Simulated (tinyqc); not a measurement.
Threshold-voltage variability of a planar MOSFET, analytic estimates: two steps of the calculation.

Three independent sources add in quadrature: random dopants in the depleted layer, metal-gate grains of two orientations, and roughness of the two gate edges acting through the roll-off VT = VT(long) - Vr exp(-L/l). These are first-order estimates: no three-dimensional electrostatics, no percolation.

Values chosen for this exercise; material values close to those of germanium: temperature T = 300 K; subthreshold factor n = 1.4; gm/I of a matched pair gI = 25 1/V; spread of the gain factor of one device sb = 2.2 %; number of cells Nb = 268435456; wanted yield Y = 0.951.

Constants: q = 1.602176634e-19 C, kB = 1.380649e-23 J/K, Vt = kB T/q. Results are converted to the units shown.

Question 1. Total spread, mismatch and leakage. s = sqrt(s1^2 + s2^2 + s3^2). For a pair: s(dVT) = sqrt(2) s; current mismatch sqrt(2) sqrt((gI s)^2 + sb^2); input offset = current mismatch/gI. For a Gaussian VT the off current is log-normal with mean/median = exp(s^2/(2 (n Vt)^2)).

s1 = 6.7333391 mV
s2 = 3.8254603 mV
s3 = 0.48069711 mV

Find: s; s(dVT); current mismatch; input offset; mean/median of Ioff.

Answer 1.

s = 7.759 mV
s(dVT) = 10.97 mV
current mismatch = 27.61 %
input offset = 11.04 mV
mean/median of Ioff = 1.023

Question 2. Margin in standard deviations for the wanted yield. Cells fail independently with probability Q(k) = erfc(k/sqrt(2))/2 when the margin is k standard deviations, and Y = exp(-Nb Q(k)). phi = exp(-k^2/2)/sqrt(2 pi). Newton steps on ln Q(k) = ln(-ln(Y)/Nb): k(new) = k + [ln Q - ln(-ln(Y)/Nb)] Q/phi.

k after iteration 1 = 7.8098812

Find: Q(k); phi; k after iteration 2.

Answer 2.

Q(k) = 2.8621e-15
phi = 2.2708e-14
k after iteration 2 = 6.4123

Computed by the program tinyqc: `OMP_NUM_THREADS=1 python tinyqc.py 2090132 2090133 out.jsonl`, one thread of a shared Intel Xeon 2.30GHz, about 0.01 s for the whole run.
